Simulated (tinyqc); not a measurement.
Length of a polyene: Hueckel, PPP and singles CI along the polyenes. Computed by the program tinyqc. Hueckel uses the same beta without repulsion; CIS keeps all single excitations and so misses the low, doubly excited 2Ag state. W is the valence ionisation energy of a centre, MN the Mataga-Nishimoto formula, f the oscillator strength.

All-trans chains of carbon centres 1.40 angstrom apart:
```
parameter,value
"beta (eV), times 1 +/- alternation",-2.110000
alternation,0
W (eV),11.160000
gamma_rr (eV),10.830000
repulsion formula,Ohno
```

Gaps and excitations (eV):
```
centres,Hueckel gap,PPP orbital gap,bright singlet (CIS),f,lowest triplet (CIS)
2,4.2200,11.6781,5.9060,0.5064,2.5340
4,2.6081,9.1914,4.6017,0.9784,1.6184
6,1.8781,7.9044,3.8010,1.3882,1.1794
10,1.2011,6.5976,2.8923,2.0633,0.7874
12,1.0173,6.2281,2.6150,2.3456,0.6896
14,0.8822,5.9563,2.4044,2.6029,0.6220
```

Estimate the missing row, centres = 8.

Computed row:
```
centres  Hueckel gap  PPP orbital gap  bright singlet (CIS)       f  lowest triplet (CIS)
8             1.4656           7.1206                3.2686  1.7473                0.9363
```

The Hueckel gap tends to 4 x alternation x |beta| = 0.00 eV for long chains (zero without alternation, falling as 1/N). Exchange opens the PPP orbital gap, and the attraction of electron and hole brings the bright state 3.55 eV below it at 14 centres; the triplet lies 1.78 eV lower still.
